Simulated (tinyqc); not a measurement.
# Worked calculation: MOS capacitor on a p-type substrate, surface potential from the exact charge relation

Program tinyqc, `OMP_NUM_THREADS=1 python tinyqc.py 2060074 2060075 out.jsonl`; Intel Xeon 2.30GHz, shared host, one thread, about 0.01 s. Printed values are rounded.

Uniform p-type substrate, Boltzmann statistics, full ionisation, classical densities. psi is the surface potential against the body (positive when the bands bend down) and u = psi/Vt. Traps are spread evenly over the gap and neutral at flat band, so their charge is -q Dit psi; the minority quasi-Fermi level is shifted by Vb.

Inputs (values chosen for the exercise); band and dielectric values close to those of silicon:
- T = 450 K (temperature)
- Eg = 1.14 eV (band gap)
- eps_r = 11.5 (relative permittivity)
- Nc = 5.13e19 cm^-3 (conduction-band density of states at T)
- Nv = 4.81e19 cm^-3 (valence-band density of states at T)
- chi = 3.97 eV (electron affinity)
- N = 5e18 cm^-3 (acceptor density of the substrate)
- eox = 21.9 (relative permittivity of the gate insulator (close to hafnium oxide))
- tox = 14 nm (insulator thickness)
- phiM = 4.46 eV (gate work function)
- Nf = 1.5e11 cm^-2 (fixed charge at the interface, in units of q)
- Dit = 4.4e12 cm^-2 eV^-1 (density of interface traps)
- Vb = 0 V (reverse bias of the inversion layer against the body)
- Vg = 0.66 V (gate voltage against the body)

Constants: q = 1.602176634e-19 C, kB = 1.380649e-23 J/K, Vt = kB T/q, eps0 = 8.8541878128e-14 F/cm where lengths are in cm. Results are converted to the units shown.

## Flat band, threshold and scales

ni = sqrt(Nc Nv) exp(-Eg/(2 Vt)), Eg in volts; phiF = Vt ln(N/ni); Cox = eps0 eox/tox; Vfb = phiM - chi - (Eg - Vt ln(Nv/N)) - q Nf/Cox; Q0 = sqrt(2 eps0 eps_r q N Vt); r = (ni/N)^2 exp(-Vb/Vt); VT = Vfb + [(2 phiF + Vb)(1 + q Dit/Cox) + sqrt(2 eps0 eps_r q N (2 phiF + Vb))/Cox].

ni = 2.05311e13 cm^-3
phiF = 0.480964 V
Cox = 1.38505 uF/cm^2
Vfb = -0.579564 V
Q0 = 251.519 nC/cm^2
r = 1.68610e-11
VT = 1.77641 V

## Starting value

psi = Vg - Vfb, limited to the range from -4 Vt to +(2 phiF + Vb + 4 Vt).

psi at the start = 1.11704 V

## Iteration 1: Newton step for the surface potential

u = psi/Vt; F^2 = exp(-u) + u - 1 + r (exp(u) - u - 1); Qs = -sign(u) Q0 F; Cs = -dQs/dpsi = (Q0/Vt) |1 - exp(-u) + r (exp(u) - 1)|/(2 F). f = Vfb + psi + (q Dit psi - Qs)/Cox - Vg, f' = 1 + (Cs + q Dit)/Cox, psi(new) = psi - f/f'.

u = 28.8060
F = 9.07767
Qs = -2283.21 nC/cm^2
Cs = 19.8628 uF/cm^2
f = 2.09449 V
f' = 15.8499
psi after iteration 1 = 0.984894 V

## Iteration 2: Newton step for the surface potential

As before.

u = 25.3983
F = 5.11921
Qs = -1287.58 nC/cm^2
Cs = 1.77893 uF/cm^2
f = 1.17625 V
f' = 2.79336
psi after iteration 2 = 0.563807 V

## Course of the Newton iteration

Stop when the step is below 1e-10 V, or after 60 iterations.

Course of the iteration:

| iteration | psi before the step (V) | f (V) | step (V) |
|---|---|---|---|
| 1 | 1.11704 | 2.09 | -0.132 |
| 2 | 0.984894 | 1.18 | -0.421 |
| 3 | 0.563807 | 0.279 | -0.130 |
| 4 | 0.433568 | -5.89e-3 | 2.63e-3 |
| 5 | 0.436196 | -3.20e-6 | 1.43e-6 |
| 6 | 0.436198 | -9.37e-13 | 4.18e-13 |

Converged in 6 iterations.

## Charges, field and capacitances at the solution

converged psi = 0.436198 V

u = psi/Vt; F^2 = exp(-u) + u - 1 + r (exp(u) - u - 1); Qs = -sign(u) Q0 F; Cs = -dQs/dpsi = (Q0/Vt) |1 - exp(-u) + r (exp(u) - 1)|/(2 F). Low frequency: 1/C_LF = 1/Cox + 1/(Cs + q Dit). High frequency, in the simple estimate in which traps and minority carriers do not follow: 1/C_HF = 1/Cox + 1/Cd, Cd being Cs with r = 0 at the same psi. Minority sheet density N_inv = (Q0/(2 q)) int_0^u r (exp(t) - 1)/F(t) dt for u > 0. Oxide field |Qs - q Dit psi + q Nf|/(eps0 eox).

Qs = -805.200 nC/cm^2
N_inv = 3.35986e5 cm^-2
oxide field = 0.561439 MV/cm
Cs = 1.01302 uF/cm^2
C_LF/Cox = 0.553646
C_HF/Cox = 0.422432

The surface is in depletion (borders at |psi| = 0, phiF + Vb and 2 phiF + Vb = 0.962 V).
